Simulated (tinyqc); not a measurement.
Worked calculation: q-state Potts model on a small periodic square lattice: enumeration, Metropolis, heat-bath and Wolff steps. Computed by tinyqc, a small Python program that keeps every step. Command: `OMP_NUM_THREADS=1 python tinyqc.py 3112443 3112444 out.jsonl potts walk`. One thread of a shared host (Intel(R) Xeon(R) Processor @ 2.30GHz), about 0.08 s of CPU time with the checks. Intermediate numbers are printed to about 6 digits and carried at full precision; extremes and crossings named in words are read from the listed rows.

E = -J x (number of nearest-neighbour bonds with equal states); n x n sites with periodic edges have 2 n^2 bonds. Order parameter m = (q f - 1)/(q - 1), f being the largest share of one state. Sites are numbered row by row from 0. Here q = 3 and n = 3.

Inputs (values chosen for the exercise, for a model of domains or grain orientations):

| quantity | value | unit |
|---|---|---|
| number of states q | 3 | - |
| edge n | 3 | - |
| coupling J | 49 | meV |
| temperature T | 859 | K |
| seed | 386612 | - |

Update: heat bath.

Constants: k_B = 8.617333262e-05 eV/K.

## Scales

K = J/(k_B T); the infinite square lattice orders at K_c = ln(1 + sqrt(q)); Wolff bond probability p = 1 - exp(-K).

K = 0.661957

K_c = 1.00505

T_c of the infinite lattice = 565.763 K

p = 0.484159

## Density of states

All q^(n^2) states are counted by their number b of equal bonds; weights g(b) exp(K b), K = J/(k_B T). Per site: u = -J <b>/n^2, c/k_B = K^2 (<b^2> - <b>^2)/n^2.

States by number of equal bonds:

| b | g(b) | probability |
|---|---|---|
| 0 | 12 | 3.29901e-06 |
| 2 | 540 | 5.57912e-04 |
| 3 | 936 | 1.87470e-03 |
| 4 | 3240 | 1.25801e-02 |
| 5 | 3996 | 3.00781e-02 |
| 6 | 3348 | 4.88534e-02 |
| 7 | 3240 | 9.16513e-02 |
| 8 | 2592 | 1.42139e-01 |
| 9 | 660 | 7.01627e-02 |
| 10 | 810 | 1.66929e-01 |
| 11 | 108 | 4.31475e-02 |
| 12 | 144 | 1.11527e-01 |
| 14 | 54 | 1.57173e-01 |
| 18 | 3 | 1.23323e-01 |

The most probable level has b = 10 of 18 bonds.

## Exact averages

ln Z = ln sum g(b) exp(K b); entropy per site s/k_B = (ln Z - K <b>)/n^2.

<b> = 10.8132

energy u = -58.8717 meV/site

heat capacity c = 0.672540 k_B/site

entropy s = 0.883215 k_B/site

## Order parameter

The same sums with m: <m> and the Binder ratio U = 1 - <m^4>/(3 <m^2>^2).

<m> = 0.555919

Binder ratio U = 0.438242

## Eight single-site steps

start states:
```
   1  2  3
1  2  0  0
2  0  2  2
3  1  0  0
```

random numbers, one row a step:
```
        1       2       3
1  0.9839  0.7326  0.5089
2  0.3672  0.6654  0.6581
3  0.4435  0.1009  0.2820
4  0.5373  0.9324  0.1163
5  0.8689  0.9235  0.4383
6  0.5668  0.2358  0.0380
7  0.7874  0.5282  0.6700
8  0.2592  0.2131  0.6245
```

Site = floor(r1 n^2). State c is drawn with probability exp(K k_c)/sum exp(K k), k_c the number of neighbours in state c: the first c whose cumulative probability reaches r2; r3 is not used.

Steps:

| site | old | neighbours in each state | P(old) | P(new) | new |
|---|---|---|---|---|---|
| 8 | 0 | 2 1 1 | 0.492203 | 0.253898 | 1 |
| 3 | 0 | 0 1 3 | 0.097809 | 0.712579 | 2 |
| 3 | 2 | 0 1 3 | 0.712579 | 0.189611 | 1 |
| 4 | 2 | 2 1 1 | 0.253898 | 0.253898 | 2 |
| 7 | 0 | 1 2 1 | 0.253898 | 0.253898 | 2 |
| 5 | 2 | 1 2 1 | 0.253898 | 0.253898 | 0 |
| 7 | 2 | 1 2 1 | 0.253898 | 0.492203 | 1 |
| 2 | 0 | 2 1 1 | 0.492203 | 0.492203 | 0 |

states afterwards:
```
   1  2  3
1  2  0  0
2  1  2  0
3  1  1  1
```

## A longer run and its error bar

After 400 updates are discarded, b is recorded for 4000 sweeps of n^2 steps of the update named (random numbers not printed, so these rows are one sample). Records are averaged in blocks; the error is the scatter of block means over sqrt(number of blocks), and the last column its square over that for single records.

Blocking:

| block length | mean b | error | variance ratio |
|---|---|---|---|
| 1 | 10.594 | 0.057098 | 1.00000 |
| 4 | 10.594 | 0.084517 | 2.19097 |
| 16 | 10.594 | 0.100354 | 3.08903 |
| 40 | 10.594 | 0.104739 | 3.36486 |
| 100 | 10.594 | 0.088022 | 2.37650 |

The run gives 10.594 +/- 0.105 (blocks of 40) against the exact 10.813, a difference of 2.1 error bars. Single records understate the error by a factor of about 1.8, because successive records are correlated.

## Across the transition

m and U = 1 - <m^4>/(3 <m^2>^2) from the same sums; K = K_c T_c/T.

Exact values for this lattice:

| T/T_c | share of equal bonds | c (k_B/site) | <m> | U |
|---|---|---|---|---|
| 0.50 | 0.998601 | 0.04719 | 0.998909 | 0.666444 |
| 0.70 | 0.982993 | 0.32242 | 0.985444 | 0.663094 |
| 0.85 | 0.943806 | 0.75234 | 0.947663 | 0.651693 |
| 0.95 | 0.898668 | 1.05149 | 0.900833 | 0.635291 |
| 1.00 | 0.871061 | 1.16200 | 0.871111 | 0.623767 |
| 1.10 | 0.810163 | 1.25683 | 0.803462 | 0.594241 |
| 1.25 | 0.719837 | 1.12255 | 0.699092 | 0.538551 |
| 1.50 | 0.606977 | 0.69923 | 0.563549 | 0.444315 |
| 2.00 | 0.497909 | 0.26539 | 0.429633 | 0.331377 |
| 3.00 | 0.425694 | 0.07972 | 0.343875 | 0.269760 |

c is largest, 1.26 k_B, at T/T_c = 1.1: on so small a lattice the transition is a broad bump. At T_c the infinite lattice has a share (1 + 1/sqrt(q))/2 = 0.789 of equal bonds, against 0.871 here. <m> stays at 0.34 at 3 T_c, since the largest share among 9 sites always exceeds 1/q on average.

Checks made by the program: number of states (relative difference below 1e-10).
